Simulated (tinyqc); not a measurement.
Space-charge-limited current with shallow traps: two steps of the calculation.

One carrier type, drift only, an injecting contact at x = 0 (zero field) and thickness L. The share th = y/(1 + y), y = (Nc/Nt) exp(-Et/kB T), of the injected charge is free: J = q mu n F, eps0 eps_r dF/dx = q (n - n0)/th.

Values chosen for this exercise: temperature T = 300 K; relative permittivity eps_r = 18.3; mobility mu = 3.8 cm^2/(V s); thickness L = 270 nm; band density of states Nc = 5.8e20 cm^-3; trap density Nt = 6.6e17 cm^-3; trap depth Et = 0.44 eV; free carrier density in equilibrium n0 = 7.1e10 cm^-3; voltage V = 4.5 V.

Constants: q = 1.602176634e-19 C, kB = 1.380649e-23 J/K, Vt = kB T/q, eps0 = 8.8541878128e-14 F/cm where lengths are in cm. Results are converted to the units shown.

Task 1. Limits and characteristic voltages. Ohmic J = q n0 mu V/L; Mott-Gurney J = (9/8) th eps0 eps_r mu V^2/L^3; they cross at Vx = 8 q n0 L^2/(9 th eps0 eps_r); traps fill at V_TFL = q Nt L^2/(2 eps0 eps_r).

Find: th; ohmic J; Mott-Gurney J; Vx; V_TFL.

Result 1.

th = 3.566e-5
ohmic J = 0.007204 A/cm^2
Mott-Gurney J = 0.2541 A/cm^2
Vx = 0.1276 V
V_TFL = 23.79 V

Task 2. The exact current. Exact: with u = n0/n(L), w = -u - ln(1 - u) and v = -u - u^2/2 - ln(1 - u), V = (q n0 L^2/(th eps0 eps_r)) v/w^2 and J = q^2 n0^2 mu L/(th eps0 eps_r w). v/w^2 falls steadily with u, so u follows by bisection.

Find: v/w^2; u; w; J; exit field over V/L.

Result 2.

v/w^2 = 31.36
u = 0.04149
w = 8.853e-4
J = 0.2596 A/cm^2
exit field over V/L = 1.495

J is 0.68 % below the plain sum of the two limits; the exit field lies between the ohmic 1 and the Mott-Gurney 1.5.

Range of the model: Diffusion and a field-dependent mobility are left out. With injecting contacts the diffusion current, about 4 pi^2 Vt th eps0 eps_r mu V/L^3, equals the Mott-Gurney current at V = 35 kB T/q (0.9 V at 300 K), so the drift-only result needs V well above that.

Program tinyqc, `OMP_NUM_THREADS=1 python tinyqc.py 2370144 2370145 out.jsonl`; Intel Xeon 2.30GHz, shared host, one thread, about 0.01 s.
